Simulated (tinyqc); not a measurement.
## Floating body of a partially depleted SOI transistor: body voltage and kink: output curve and kink

Source at 0 V. Channel current Ic = 2 nf K Vt^2 [F(0) - F(Vd)](1 + la Vd), F(V) = ln^2(1 + exp((Vg - VT - nf V)/(2 nf Vt))), VT = VT0 - gb Vb. Saturation voltage Vs = 2 Vt sqrt(F(0)) + 3 Vt, excess Ve = (Vd - Vs + sqrt((Vd - Vs)^2 + 0.0004 V^2))/2, multiplication M1 = Ai Ve exp(-Bl/Ve). Each junction passes D(v) = J1 (exp(v/Vt) - 1) + J2 (exp(v/(2 Vt)) - 1). Bipolar current Ib = bb J1 (exp(Vb/Vt) - 1). The body settles where M1 (Ic + Ib) = D(Vb) + D(Vb - Vd) + Vb/Rb; drain current Id = (1 + M1)(Ic + Ib) - D(Vb - Vd).

Rows with more than one solution for Vb (latch) are left out; dId/dVd by a forward difference over 1e-4 V, swing = 1e-4 V over the change of log10 Id; M1 under 1e-12 is printed as 0.

Values chosen for this exercise; values of the order met in partially depleted silicon-on-insulator transistors: temperature T = 300 K; threshold at zero body voltage VT0 = 0.39 V; fall of the threshold per volt of body voltage gb = 0.27; slope factor nf = 1.27; gain factor per width K = 260 uA/(V^2 um); channel-length modulation factor la = 0.03 1/V; impact-ionisation prefactor Ai = 2.22 1/V; impact-ionisation voltage Bl = 5.4 V; diffusion saturation current of each junction J1 = 8e-12 uA/um; recombination saturation current of each junction J2 = 3.7e-8 uA/um; gain of the lateral bipolar transistor on the diffusion current bb = 0.5; resistance of a weak body tie to the source (1e9 stands for no tie, and the term is then dropped) Rb = 1e9 kohm um; gate voltage Vg = 0.98 V.

Constants: q = 1.602176634e-19 C, kB = 1.380649e-23 J/K, Vt = kB T/q. Results are converted to the units shown.

Results:

| Vd (V) | Vb (V) | M1 | Id, floating (uA/um) | Id, grounded (uA/um) | ratio | dId/dVd, floating (uS/um) | dId/dVd, grounded (uS/um) |
|---|---|---|---|---|---|---|---|
| 1 | 0.3446 | 6.889e-7 | 49.19 | 36.70 | 1.340 | 52.56 | 1.077 |
| 1.16 | 0.4881 | 3.144e-5 | 55.19 | 36.88 | 1.496 | 26.29 | 1.197 |
| 1.32 | 0.5614 | 4.023e-4 | 58.56 | 37.11 | 1.578 | 17.30 | 1.703 |
| 1.64 | 0.6415 | 0.007771 | 63.29 | 38.05 | 1.663 | 14.60 | 4.680 |
| 1.8 | 0.6664 | 0.01964 | 65.85 | 38.99 | 1.689 | 17.92 | 7.142 |

Estimate the missing row, Vd = 1.48 V.

Computed row:

| Vd (V) | Vb (V) | M1 | Id, floating (uA/um) | Id, grounded (uA/um) | ratio | dId/dVd, floating (uS/um) | dId/dVd, grounded (uS/um) |
|---|---|---|---|---|---|---|---|
| 1.48 | 0.6084 | 0.002260 | 61.02 | 37.46 | 1.629 | 14.19 | 2.841 |

With this row back in the table: Vb rises from 0.345 to 0.666 V and the ratio of the currents rises from 1.34 to 1.69. The output conductance with a floating body exceeds the grounded value by the largest factor among the rows, 48.8, at Vd = 1 V, where Vb = 0.345 V and M1 = 6.89e-7.

Range of the model: The multiplication law is an empirical form chosen for the exercise; self-heating and capacitive coupling to the body are left out, and the linear laws are rough once Vb passes about 0.7 V or M1 about 0.1.

tinyqc, about 0.2 s, one thread, Intel Xeon 2.30GHz (shared host): `OMP_NUM_THREADS=1 python tinyqc.py 2182016 2182017 out.jsonl`
